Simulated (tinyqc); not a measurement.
# Undoped symmetric double-gate MOSFET, analytic potential model, step by step

Numbers from tinyqc (`OMP_NUM_THREADS=1 python tinyqc.py 2440008 2440009 out.jsonl`; about 0.01 s on one thread of a shared Intel Xeon 2.30GHz). Printed values are rounded.

An undoped body of thickness ts between two equal insulators and tied gates; long channel, electrons only, n = ni exp((psi - V)/Vt) with V the quasi-Fermi potential (0 at the source, Vd at the drain), constant mobility, no quantisation. Across the body psi(x) = V - 2 Vt ln[(ts/(2 beta)) sqrt(q ni/(2 eps0 eps_r Vt)) cos(2 beta x/ts)], x from the centre. Q is the electron charge per area of the whole body.

Values chosen for this exercise; material values close to those of silicon:
- T = 400 K (temperature)
- Eg = 1.12 eV (band gap)
- eps_r = 11.7 (relative permittivity of the semiconductor)
- Nc = 4.39e19 cm^-3 (conduction-band density of states at T)
- Nv = 4.13e19 cm^-3 (valence-band density of states at T)
- eox = 25.2 (relative permittivity of the gate insulator)
- tox = 8.2 nm (insulator thickness)
- ts = 12 nm (body thickness)
- dphi = 0.02 V (gate work function less that of the intrinsic body)
- mu = 360 cm^2/(V s) (channel mobility)
- L = 0.5 um (gate length)
- Vg = 1.06 V (gate voltage)
- Vd = 0.05 V (drain voltage)

Constants: q = 1.602176634e-19 C, kB = 1.380649e-23 J/K, Vt = kB T/q, eps0 = 8.8541878128e-14 F/cm where lengths are in cm. Results are converted to the units shown.

Range of the model: The surface density at the source passes 0.3 Nc, where Boltzmann statistics fail.

## Constants of the body

ni = sqrt(Nc Nv) exp(-Eg/(2 Vt)), Eg in volts; r = eps_r tox/(eox ts); V0 = dphi + 2 Vt ln[(2/ts) sqrt(2 eps0 eps_r Vt/(q ni))].

ni = 3.745569e12 cm^-3
r = 0.3172619
V0 = 0.4580563 V

## Iteration 1: beta at the source by Newton steps

beta at the start = 1.4

With V = 0: f = ln(beta) - ln(cos beta) + 2 r beta tan(beta) - (Vg - V0)/(2 Vt); f' = 1/beta + tan(beta) + 2 r [tan(beta) + beta/cos^2(beta)]; beta(new) = beta - f/f'.

f = -1.472507
f' = 40.94113
beta after iteration 1 = 1.435966

## Iteration 2: beta at the source by Newton steps

As before.

f = 0.3538401
f' = 63.17156
beta after iteration 2 = 1.430365

## Course of the iteration: beta at the source by Newton steps

Stop when beta changes by less than 1e-11, or after 40 iterations. beta must stay between 0 and pi/2.

Course of the iteration:
```
iteration,beta,|change|
1,1.435966,0.0360
2,1.430365,5.60e-3
3,1.430142,2.23e-4
4,1.430141,3.29e-7
5,1.430141,7.11e-13
```

Converged in 5 iterations. At the end the number of correct digits about doubles with each step.

## Charges and drain current

beta_s = 1.430141
beta_d = 1.416630

beta (between 0 and pi/2) solves (Vg - V0 - V)/(2 Vt) = ln(beta) - ln(cos beta) + 2 r beta tan(beta). Q = 8 eps0 eps_r Vt beta tan(beta)/ts; I = mu (1/L)(4 eps0 eps_r/ts)(2 Vt)^2 [g(beta_s) - g(beta_d)] per width, g = beta tan(beta) - beta^2/2 + r beta^2 tan^2(beta), with beta_s at V = 0 and beta_d at V = Vd.

Qs = 2404.490 nC/cm^2
Qd = 2170.110 nC/cm^2
g(beta_s) = 41.44560
g(beta_d) = 34.47768
I = 82.33314 uA/um

The term r beta^2 tan^2(beta), which gives the square law, makes up 78.1 % of g at the source.

## Potential and electron density across the body at the source

```
point,x/ts
0,0
1,0.1
2,0.2
3,0.3
4,0.4
5,0.45
6,0.5
```

psi(x) as above with V = 0 and beta = beta_s; n = ni exp(psi/Vt).

```
point,psi (V),n (cm^-3)
0,0.4627207,2.532460e18
1,0.4655801,2.751493e18
2,0.4746757,3.582350e18
3,0.4920072,5.922925e18
4,0.5235414,1.478594e19
5,0.5505069,3.232949e19
6,0.5981676,1.288542e20
```

The density at the surface is 50.9 times that at the centre (1/cos^2 beta). It reaches 2.9 Nc, where Boltzmann statistics overestimate it.
